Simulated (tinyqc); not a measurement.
# Mass and degeneracy from charge and saturation current

Question. At high drain voltage only states moving towards the drain are filled: n = (N0/2) F_0(eta), N0 = gv m kB T/(pi hbar^2), F_0(x) = ln(1 + exp x), and I = q (N0/2) vT F_(1/2)(eta) per width, vT = sqrt(2 kB T/(pi m)), F_(1/2)(x) = (2/sqrt(pi)) int_0^infinity u^(1/2)/(1 + exp(u - x)) du. Find eta and m.

Inputs (values chosen for the exercise): temperature T = 300 K; valley degeneracy gv = 1.

Constants: q = 1.602176634e-19 C, kB = 1.380649e-23 J/K, hbar = 1.054571817e-34 J s, m0 = 9.1093837015e-31 kg. Results are converted to the units shown.

n = 1.3809906e12 cm^-2
I = 1487.6964 uA/um

Solution. The mass drops out of I^2/(q^2 n) = gv (kB T)^2 F_(1/2)^2/(pi^2 hbar^2 F_0), which rises with eta and so fixes it; n then gives m.

eta = 8.25
m = 0.0310 m0

Numbers from tinyqc (`OMP_NUM_THREADS=1 python tinyqc.py 2400092 2400093 out.jsonl`; about 0.01 s on one thread of a shared Intel Xeon 2.30GHz).
